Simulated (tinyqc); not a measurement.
Changing the surface recombination velocity S: photoconductance decay in a wafer: bulk and surface recombination modes, and iron detection by pair splitting. Computed by tinyqc, a small Python program. Command: `OMP_NUM_THREADS=1 python tinyqc.py 3111422 3111423 out.jsonl pcd sweep`. One thread of a shared host (Intel(R) Xeon(R) Processor @ 2.30GHz), about 0.04 s of CPU time with the checks.

Both faces of the wafer have the same S; injection is low and all coefficients are constant. x runs from -W/2 to W/2.

Inputs (values chosen for the exercise, modelled on p-type silicon): thickness W = 775 micrometre; diffusivity D = 22.1 cm^2/s; bulk lifetime tau_b without iron = 790 microsecond.

Method:
- h = S W/(2 D). Solve f(b) = b sin b - h cos b = 0 from b = (pi/2) sqrt(h/(h + pi^2/4)), with f'(b) = (1 + h) sin b + b cos b; four steps.
- Even modes cos(a x) obey b tan b = S W/(2 D) with b = a W/2, odd modes sin(a x) obey -b cot b = S W/(2 D); each decays at the rate 1/tau_b + D a^2.
- tau_eff is the decay time of the first mode. The surface time is 1/(D a^2) of that mode; shortcuts for it are W/(2 S), W^2/(pi^2 D) and their sum, whose error is sum/surface time - 1.

One run for each value:
```
surface recombination velocity S (cm/s)  tau_eff (microsecond)  surface time (microsecond)  error of the sum (%)           h
3.00e-01                                                785.20                  1.2919e+05            3.7835e-03  5.2602e-04
1.60e+00                                                765.07                  2.4241e+04            2.0149e-02  2.8054e-03
8.40e+00                                                674.97                  4.6358e+03            1.0498e-01  1.4729e-02
4.50e+01                                                417.15                  8.8388e+02            5.3987e-01  7.8903e-02
2.40e+02                                                149.69                  1.8468e+02            2.3354e+00  4.2081e-01
1.30e+03                                                 51.06                  5.4589e+01            5.0467e+00  2.2794e+00
6.70e+03                                                 31.12                  3.2399e+01            2.8445e+00  1.1748e+01
3.60e+04                                                 27.43                  2.8416e+01            6.9386e-01  6.3122e+01
1.90e+05                                                 26.76                  2.7702e+01            1.3857e-01  3.3314e+02
1.00e+06                                                 26.64                  2.7568e+01            2.6594e-02  1.7534e+03
```

Over the rows, tau_eff (microsecond) falls from 785 to 26.6 (exponent d ln y / d ln x -0.016 between the first rows and -0.0028 between the last); surface time (microsecond) falls from 129000 to 27.6 (exponent d ln y / d ln x -1.00 between the first rows and -0.0029 between the last); error of the sum (%) goes from 0.00378 through a maximum among these rows, 5.05 at 1300, to 0.0266. At the low end the exponent of surface time is -1.00, close to -1: slow surfaces, W/(2 S). At the high end the exponent of surface time is 0.00, close to 0: fast surfaces, limited by diffusion. The sum of the two shortcuts misses by at most about 5.0 % over these rows.

Extremes, crossings and ranges named in words are read from the listed rows.
